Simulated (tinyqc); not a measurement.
Worked calculation: inverse iteration on a symmetric matrix. One step of it, computed by the program tinyqc.

Question. Step 2. solve (A - shift) w = v; v' = w/|w| with its largest component positive (the first on a tie); lambda = v'^T A v'.

A:
$$\begin{pmatrix}
0.214000 & 1.020000 & 0.733000 & -0.140000 & -0.336000 \\
1.020000 & 1.860000 & -1.428000 & 0.786000 & -0.168000 \\
0.733000 & -1.428000 & 2.215000 & -0.237000 & -0.274000 \\
-0.140000 & 0.786000 & -0.237000 & 4.619000 & -0.871000 \\
-0.336000 & -0.168000 & -0.274000 & -0.871000 & 4.690000
\end{pmatrix}$$

vector after step 1: [0.635159, 0.516212, 0.541438, 0.038717, 0.188267]

shift = 1.320000

Give: vector after step 2; Rayleigh quotient after step 2.

Answer.

vector after step 2: [0.642, 0.533, 0.531, -0.020, 0.144]

Rayleigh quotient after step 2 = 1.598
